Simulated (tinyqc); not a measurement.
Born-von Karman spring model of a cubic crystal with one atom per cell: one step, computed by the program tinyqc. Command: `OMP_NUM_THREADS=1 python tinyqc.py 3009111 3009112 out.jsonl springs walk`. One thread of a shared host (Intel(R) Xeon(R) Processor @ 2.30GHz), about 0.09 s of CPU time with the checks.

First neighbours lie at a/2 (1,1,0) (12 of them), second at a (1,0,0) (6), with all permutations and signs; the volume per atom is Omega = a^3/4.

Task: Frequencies at the zone boundary. A neighbour at R with unit vector n couples by the matrix K(R) = kL n n^T + kT (1 - n n^T), and D(q) = (1/M) sum_R K(R) [1 - cos(q.R)]. An eigenvalue lambda of D in eV/(angstrom^2 u) gives nu = 15.6333042 THz x sqrt(lambda).

Inputs (values chosen for the exercise, for a model crystal):
```
quantity,value,unit
atomic mass M,97.3,u
radial spring k1L,0.711,eV/angstrom^2
transverse spring k1T,0.056,eV/angstrom^2
radial spring k2L,0.096,eV/angstrom^2
transverse spring k2T,-0.0052,eV/angstrom^2
```

Lattice: fcc.

Constants: nu for 1 eV/(angstrom^2 u) = 15.6333042 THz.

Give: Frequencies (THz) at points given in 2 pi/a.

Result:

Frequencies (THz) at points given in 2 pi/a:
```
point,nu 1,nu 2,nu 3
"X (1, 0, 0)",2.972,2.972,3.926
"L (0.5, 0.5, 0.5)",2.416,2.416,3.964
"W (1, 0.5, 0)",3.130,3.474,3.474
"K (0.75, 0.75, 0)",2.877,3.401,3.658
```
